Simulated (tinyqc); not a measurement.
Inputs raised by 2 %, one at a time: Finnis-Sinclair potential for a bcc metal: fit to cohesion and elasticity, then vacancy, surfaces and structure. Computed by tinyqc, a small Python program. Command: `OMP_NUM_THREADS=1 python tinyqc.py 3111247 3111248 out.jsonl fsfit sens`. One thread of a shared host (Intel(R) Xeon(R) Processor @ 2.30GHz), about 0.02 s of CPU time with the checks.

E = (1/2) sum V(r) - A sqrt(rho), rho = sum phi(r), phi = (r - d)^2 for r < d, V = (r - c)^2 (c0 + c1 r + c2 r^2) for r < c. In bcc the 8 first neighbours lie at sqrt(3) a/2 and the 6 second at a; both cut-offs lie below the third shell; Omega = a^3/2; E is per atom and z the number of atoms in a shell. The four constants A, c0, c1, c2 are fitted to E_c, zero pressure, B and C12 - C44 alone, so C44 and C11 - C12 are not matched singly; defects are unrelaxed.

Inputs (values chosen for the exercise, modelled on tantalum): lattice constant a = 3.306 angstrom; cohesive energy E_c = 7.95 eV; target C11 = 268 GPa; target C12 = 158 GPa; target C44 = 81 GPa; density cut-off d/a = 1.234; pair cut-off c/a = 1.282.

Constants: 1 eV/angstrom^3 = 160.2176634 GPa; 1 eV/angstrom^2 = 16.02176634 J/m^2.

Method:
- rho = sum z phi, rho1 = sum z r phi', rho2 = sum z r^2 phi''. At zero pressure the effective pair part V + 2 F' phi obeys C12 = C44, so C12 - C44 = F'' (rho1/3)^2/Omega with F'' = A/(4 rho^(3/2)); this gives A.
- With v_k = (r - c)^2 r^k the rows are (1/2) sum z v_k, (1/2) sum z r v_k' and (1/2) sum z r^2 v_k''. With rho1 = sum z r phi' and rho2 = sum z r^2 phi'' the right-hand sides are: -E_c + A sqrt(rho) (cohesion); A rho1/(2 sqrt(rho)) (zero pressure); 9 B Omega + A [rho2/(2 sqrt(rho)) - rho1^2/(4 rho^(3/2))] with B = (C11 + 2 C12)/3.
- Solve the three equations.
- Second differences of E with strains of 1e-4: e_xx gives C11, (e_xx, e_yy) = (1, -1) gives 2 (C11 - C12), an engineering shear gives C44. B and C12 - C44 are fitted; the one combination left tests the choice of d.
- E_v = -A sum_shells z [sqrt(rho - phi(r)) - sqrt(rho)] - (1/2) sum z V(r): the neighbours lose one bond each, and the atom is put back in the bulk.
- An atom in layer i below the surface keeps only neighbours no higher than the top layer; gamma = sum_i (E_i + E_c)/(area per surface atom), with layer spacings a/2, a/sqrt2 and areas a^2, a^2/sqrt2 for (100) and (110).

Runs:
```
input moved                     from       to  vacancy energy E_v (eV)  gamma(100) (J/m^2)  gamma(110) (J/m^2)  C44 (GPa)
base run                           -        -                    3.075               2.303               1.965      85.47
lattice constant a (angstrom)  3.306  3.37212                    2.777               2.058               1.725      92.63
cohesive energy E_c (eV)        7.95    8.109                    3.234               2.402               2.060      82.99
target C11 (GPa)                 268   273.36                    3.075               2.303               1.965      87.53
target C12 (GPa)                 158   161.16                    2.875               2.193               1.852      87.29
target C44 (GPa)                  81    82.62                    3.178               2.360               2.023      85.79
density cut-off d/a            1.234  1.25868                    2.350               1.896               1.558      98.57
pair cut-off c/a               1.282  1.30764                    3.075               2.304               1.964      88.36
```

Exponents ln(y'/y) / ln(x'/x):
```
input                vacancy energy E_v  gamma(100)  gamma(110)     C44
lattice constant a               -5.154      -5.675      -6.574   4.061
cohesive energy E_c               2.546       2.123       2.382  -1.488
target C11                        0.000       0.012      -0.010   1.203
target C12                       -3.397      -2.475      -2.986   1.063
target C44                        1.657       1.230       1.459   0.185
density cut-off d/a             -13.578      -9.817     -11.717   7.200
pair cut-off c/a                  0.000       0.026      -0.021   1.679
```

Which inputs matter most for each result?

Among the inputs moved here: vacancy energy E_v answers most in size to density cut-off d/a (exponent -13.578), next to lattice constant a (-5.154); its exponent is below 0.0005 for target C11, pair cut-off c/a. gamma(100) answers most in size to density cut-off d/a (exponent -9.817), next to lattice constant a (-5.675). gamma(110) answers most in size to density cut-off d/a (exponent -11.717), next to lattice constant a (-6.574). C44 answers most in size to density cut-off d/a (exponent +7.200), next to lattice constant a (+4.061).
